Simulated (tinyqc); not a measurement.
RHF in the 3-21g basis, for H3+, spin multiplicity 1, step by step. One step of it, computed by the program tinyqc.

Task: Iteration 1: building the Fock matrix. J_ij = sum D_kl (ij|kl), K_ij = sum D_kl (ik|jl); F = H + J - 0.5 K; E = tr D H + tr D J / 2 - 0.25 tr D K + E_nn.

D at the start:
```
           1H 1s      1H 2s      2H 1s      2H 2s      3H 1s      3H 2s
1H 1s   0.476065   0.427533   0.213070  -0.041789   0.213070  -0.041789
1H 2s   0.427533   0.383949   0.191348  -0.037529   0.191348  -0.037529
2H 1s   0.213070   0.191348   0.095362  -0.018703   0.095362  -0.018703
2H 2s  -0.041789  -0.037529  -0.018703   0.003668  -0.018703   0.003668
3H 1s   0.213070   0.191348   0.095362  -0.018703   0.095362  -0.018703
3H 2s  -0.041789  -0.037529  -0.018703   0.003668  -0.018703   0.003668
```

core Hamiltonian H = T + V (hartree):
```
           1H 1s      1H 2s      2H 1s      2H 2s      3H 1s      3H 2s
1H 1s  -1.476956  -1.312163  -0.805372  -0.964383  -0.805372  -0.964383
1H 2s  -1.312163  -1.468217  -0.876293  -1.175318  -0.876293  -1.175318
2H 1s  -0.805372  -0.876293  -1.152101  -1.112603  -0.084863  -0.365872
2H 2s  -0.964383  -1.175318  -1.112603  -1.263123  -0.365872  -0.692811
3H 1s  -0.805372  -0.876293  -0.084863  -0.365872  -1.152101  -1.112603
3H 2s  -0.964383  -1.175318  -0.365872  -0.692811  -1.112603  -1.263123
```

Two-electron integrals (ij|kl) in chemists' order, unique and non-zero (hartree):
```
(11|11) 1.140145   (21|11) 0.611403   (21|21) 0.345152   (22|11) 0.626370
(22|21) 0.380329   (22|22) 0.482957   (31|11) 0.316748   (31|21) 0.180539
(31|22) 0.201173   (31|31) 0.123287   (32|11) 0.308800   (32|21) 0.187099
(32|22) 0.233257   (32|31) 0.135322   (32|32) 0.170174   (33|11) 0.631114
(33|21) 0.391123   (33|22) 0.503923   (33|31) 0.316748   (33|32) 0.422586
(33|33) 1.140145   (41|11) 0.422586   (41|21) 0.239517   (41|22) 0.265706
(41|31) 0.135322   (41|32) 0.143416   (41|33) 0.308800   (41|41) 0.170174
(42|11) 0.477458   (42|21) 0.291845   (42|22) 0.376871   (42|31) 0.172054
(42|32) 0.211251   (42|33) 0.477458   (42|41) 0.211251   (42|42) 0.315414
(43|11) 0.391123   (43|21) 0.241354   (43|22) 0.313145   (43|31) 0.180539
(43|32) 0.239517   (43|33) 0.611403   (43|41) 0.187099   (43|42) 0.291845
(43|43) 0.345152   (44|11) 0.503923   (44|21) 0.313145   (44|22) 0.422316
(44|31) 0.201173   (44|32) 0.265706   (44|33) 0.626370   (44|41) 0.233257
(44|42) 0.376871   (44|43) 0.380329   (44|44) 0.482957   (51|11) 0.316748
(51|21) 0.180539   (51|22) 0.201173   (51|31) 0.075067   (51|32) 0.075911
(51|33) 0.150589   (51|41) 0.116413   (51|42) 0.139241   (51|43) 0.096526
(51|44) 0.139113   (51|51) 0.123287   (52|11) 0.308800   (52|21) 0.187099
(52|22) 0.233257   (52|31) 0.075911   (52|32) 0.081141   (52|33) 0.163013
(52|41) 0.119453   (52|42) 0.156820   (52|43) 0.104937   (52|44) 0.156608
(52|51) 0.135322   (52|52) 0.170174   (53|11) 0.019156   (53|21) 0.010512
(53|22) 0.011037   (53|31) 0.005478   (53|32) 0.005455   (53|33) 0.011255
(53|41) 0.007277   (53|42) 0.008429   (53|43) 0.006947   (53|44) 0.008938
(53|51) 0.005478   (53|52) 0.005455   (53|53) 0.000326   (54|11) 0.119717
(54|21) 0.071133   (54|22) 0.085332   (54|31) 0.029748   (54|32) 0.031294
(54|33) 0.062782   (54|41) 0.045928   (54|42) 0.058602   (54|43) 0.040267
(54|44) 0.058922   (54|51) 0.048889   (54|52) 0.058311   (54|53) 0.002101
(54|54) 0.020479   (55|11) 0.631114   (55|21) 0.391123   (55|22) 0.503923
(55|31) 0.150589   (55|32) 0.163013   (55|33) 0.327847   (55|41) 0.244376
(55|42) 0.327527   (55|43) 0.211661   (55|44) 0.322328   (55|51) 0.316748
(55|52) 0.422586   (55|53) 0.011255   (55|54) 0.139854   (55|55) 1.140145
(61|11) 0.422586   (61|21) 0.239517   (61|22) 0.265706   (61|31) 0.116413
(61|32) 0.119453   (61|33) 0.244376   (61|41) 0.162480   (61|42) 0.197120
(61|43) 0.153132   (61|44) 0.206462   (61|51) 0.135322   (61|52) 0.143416
(61|53) 0.007277   (61|54) 0.053649   (61|55) 0.308800   (61|61) 0.170174
(62|11) 0.477458   (62|21) 0.291845   (62|22) 0.376871   (62|31) 0.139241
(62|32) 0.156820   (62|33) 0.327527   (62|41) 0.197120   (62|42) 0.275810
(62|43) 0.207253   (62|44) 0.294579   (62|51) 0.172054   (62|52) 0.211251
(62|53) 0.008429   (62|54) 0.074796   (62|55) 0.477458   (62|61) 0.211251
(62|62) 0.315414   (63|11) 0.119717   (63|21) 0.071133   (63|22) 0.085332
(63|31) 0.048889   (63|32) 0.058311   (63|33) 0.139854   (63|41) 0.053649
(63|42) 0.074796   (63|43) 0.080183   (63|44) 0.090707   (63|51) 0.029748
(63|52) 0.031294   (63|53) 0.002101   (63|54) 0.012107   (63|55) 0.062782
(63|61) 0.045928   (63|62) 0.058602   (63|63) 0.020479   (64|11) 0.267163
(64|21) 0.162220   (64|22) 0.205994   (64|31) 0.085806   (64|32) 0.099490
(64|33) 0.214936   (64|41) 0.113330   (64|42) 0.160745   (64|43) 0.133565
(64|44) 0.180129   (64|51) 0.085806   (64|52) 0.099490   (64|53) 0.004707
(64|54) 0.036396   (64|55) 0.214936   (64|61) 0.113330   (64|62) 0.160745
(64|63) 0.036396   (64|64) 0.087862   (65|11) 0.391123   (65|21) 0.241354
(65|22) 0.313145   (65|31) 0.096526   (65|32) 0.104937   (65|33) 0.211661
(65|41) 0.153132   (65|42) 0.207253   (65|43) 0.136509   (65|44) 0.206549
(65|51) 0.180539   (65|52) 0.239517   (65|53) 0.006947   (65|54) 0.080183
(65|55) 0.611403   (65|61) 0.187099   (65|62) 0.291845   (65|63) 0.040267
(65|64) 0.133565   (65|65) 0.345152   (66|11) 0.503923   (66|21) 0.313145
(66|22) 0.422316   (66|31) 0.139113   (66|32) 0.156608   (66|33) 0.322328
(66|41) 0.206462   (66|42) 0.294579   (66|43) 0.206549   (66|44) 0.306599
(66|51) 0.201173   (66|52) 0.265706   (66|53) 0.008938   (66|54) 0.090707
(66|55) 0.626370   (66|61) 0.233257   (66|62) 0.376871   (66|63) 0.058922
(66|64) 0.180129   (66|65) 0.380329   (66|66) 0.482957
```

nuclear repulsion = 1.63933461 hartree

Give: Coulomb J; exchange K; Fock matrix F; total energy of this density.

Result:

Coulomb J (hartree):
```
       1H 1s  1H 2s  2H 1s  2H 2s  3H 1s  3H 2s
1H 1s  1.762  1.002  0.538  0.698  0.538  0.698
1H 2s  1.002  1.131  0.576  0.875  0.576  0.875
2H 1s  0.538  0.576  1.254  0.757  0.030  0.215
2H 2s  0.698  0.875  0.757  0.958  0.215  0.482
3H 1s  0.538  0.576  0.030  0.215  1.254  0.757
3H 2s  0.698  0.875  0.215  0.482  0.757  0.958
```

exchange K (hartree):
```
       1H 1s  1H 2s  2H 1s  2H 2s  3H 1s  3H 2s
1H 1s  1.521  1.130  0.706  0.841  0.706  0.841
1H 2s  1.130  0.932  0.600  0.705  0.600  0.705
2H 1s  0.706  0.600  0.584  0.530  0.266  0.390
2H 2s  0.841  0.705  0.530  0.570  0.390  0.502
3H 1s  0.706  0.600  0.266  0.390  0.584  0.530
3H 2s  0.841  0.705  0.390  0.502  0.530  0.570
```

Fock matrix F (hartree):
```
        1H 1s   1H 2s   2H 1s   2H 2s   3H 1s   3H 2s
1H 1s  -0.476  -0.875  -0.621  -0.687  -0.621  -0.687
1H 2s  -0.875  -0.804  -0.600  -0.653  -0.600  -0.653
2H 1s  -0.621  -0.600  -0.190  -0.621  -0.187  -0.346
2H 2s  -0.687  -0.653  -0.621  -0.590  -0.346  -0.461
3H 1s  -0.621  -0.600  -0.187  -0.346  -0.190  -0.621
3H 2s  -0.687  -0.653  -0.346  -0.461  -0.621  -0.590
```

total energy of this density = -1.16773 hartree
